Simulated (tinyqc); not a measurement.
Round nanowire with a gate all round, subbands and threshold shift from confinement: one step of the calculation.

Undoped body with a flat potential across it, hard walls, transport along x. Three valley pairs (g = 2 each) with the longitudinal mass along x, y or z. Non-parabolicity enters the subband edges through E (1 + al E) = gamma, so E = 2 gamma/(1 + sqrt(1 + 4 al gamma)); motion within a subband is taken as parabolic with the band-edge mass. Energies are counted from the bulk band edge.

Question. Threshold shift. Each subband has N_k = g sqrt(2 mx m0 kB T/(pi hbar^2)); without degeneracy n = exp(EF/Vt) sum N_k exp(-E_k/Vt). Classical value Nc times pi t^2/4, Nc = sum over valleys of 2 g (m m0 kB T/(2 pi hbar^2))^1.5 with m = (mx my mz)^(1/3). Threshold shift dVT = Vt ln(classical value/sum N_k exp(-E_k/Vt)). Use the subbands listed.

Values chosen for this exercise; masses close to those of silicon:
- T = 300 K (temperature)
- ml = 0.907 m0 (longitudinal mass)
- mt = 0.187 m0 (transverse mass)
- t = 3.7 nm (diameter)

Constants: q = 1.602176634e-19 C, kB = 1.380649e-23 J/K, hbar = 1.054571817e-34 J s, m0 = 9.1093837015e-31 kg, Vt = kB T/q. Results are converted to the units shown.

E_k, subband y0,1 to z1,1 (eV): [0.17207379, 0.17207379, 0.27268991, 0.39601917, 0.39601917]
N_k, subband y0,1 to z1,1 (cm^-1): [4.0194022e6, 4.0194022e6, 8.8520591e6, 8.0388044e6, 8.0388044e6]

Wanted: shares; sum N_k exp(-E_k/Vt); Nc; classical value; dVT.

Answer.

shares, subband y0,1 to z1,1 (%): [48.885, 48.885, 2.197, 0.017, 0.017]
sum N_k exp(-E_k/Vt) = 10575 cm^-1
Nc = 2.6814e19 cm^-3
classical value = 2.8831e6 cm^-1
dVT = 144.98 mV

Range of the model: For the strongly anisotropic y and z valleys the mean inverse mass serves only for l = 0; pairs with l > 0 really split widely.

Program tinyqc, `OMP_NUM_THREADS=1 python tinyqc.py 2350056 2350057 out.jsonl`; Intel Xeon 2.30GHz, shared host, one thread, about 0.2 s.
